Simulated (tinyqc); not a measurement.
Reduced Fermi level from a carrier density: charge neutrality of a doped semiconductor with incomplete ionisation. Computed by tinyqc, a small Python program. Command: `OMP_NUM_THREADS=1 python tinyqc.py 3005776 3005777 out.jsonl dopant walk`. One thread of a shared host (Intel(R) Xeon(R) Processor @ 2.30GHz), about 0.02 s of CPU time with the checks.

Energies are counted from the top of the valence band; E_D is measured down from the conduction band and E_A up from the valence band.

Inputs (values chosen for the exercise, modelled on germanium):
```
quantity,value,unit
gap at 0 K E_g0,0.732,eV
Varshni alpha,0.000485,eV/K
Varshni beta,241,K
electron mass m_e,0.226,m_0
valleys M_c,4,-
hole mass m_h,0.352,m_0
temperature T,450,K
```

Doping: n-type, compensated. Statistics of the bands: Boltzmann.

ratios u of density to N: [0.0041, 0.016, 0.066, 0.26, 1.1, 4.2, 17]

Constants: m_0 = 9.1093837015e-31 kg; k_B = 1.380649e-23 J/K; h = 6.62607015e-34 J s; k_B = 8.617333262e-05 eV/K.

Method:
- E_g = E_g0 - alpha T^2/(T + beta).
- N_c = 2 M_c (2 pi m_e k_B T/h^2)^(3/2) and N_v = 2 (2 pi m_h k_B T/h^2)^(3/2), masses in units of m_0.
- n_i = sqrt(N_c N_v) exp(-E_g/(2 k_B T)); E_i = E_g/2 + (k_B T/2) ln(N_v/N_c).
- F_1/2(eta) = (2/sqrt(pi)) int_0^infinity sqrt(x)/(1 + exp(x - eta)) dx, by the trapezoid rule in t = sqrt(x) with step 0.02 up to t = 12 (for eta < -12 by exp(eta) - exp(2 eta)/2^(3/2)).
- For u = density/N of the majority band, eta solves F_1/2(eta) = u (bisection). Boltzmann: ln u. Joyce-Dixon: ln u + u/sqrt(8) - 4.95009e-3 u^2 + 1.48386e-4 u^3 - 4.42563e-6 u^4. Degenerate limit: (3 sqrt(pi) u/4)^(2/3). The last column is (eta - ln u) k_B T.

N_c = 1.98121e+19 cm^-3

k_B T = 0.0387780 eV

Eta by four rules:
```
u,density (cm^-3),exact,Boltzmann,Joyce-Dixon,degenerate,Boltzmann error (meV)
0.0041,8.1230e+16,-5.4953,-5.4968,-5.4953,0.0310,5.6208e-02
0.016,3.1699e+17,-4.1295,-4.1352,-4.1295,0.0768,2.1931e-01
0.066,1.3076e+18,-2.6948,-2.7181,-2.6948,0.1974,9.0403e-01
0.26,5.1512e+18,-1.2555,-1.3471,-1.2555,0.4925,3.5517e+00
1.1,2.1793e+19,0.4784,0.0953,0.4784,1.2883,1.4856e+01
4.2,8.3211e+19,2.8424,1.4351,2.8423,3.1472,5.4574e+01
17,3.3681e+20,7.8876,2.8332,7.7724,7.9933,1.9600e+02
```

What does the comparison show, and why?

Boltzmann statistics place E_F within 1 meV of the exact value up to u = 0.0660 of those listed and miss by 196 meV at u = 17. Joyce-Dixon stays within 0.01 in eta up to u = 4.20; the degenerate limit is still 1.3 % high at the last u. Past u of about 10 the Joyce-Dixon series fails. A parabolic band is assumed throughout.
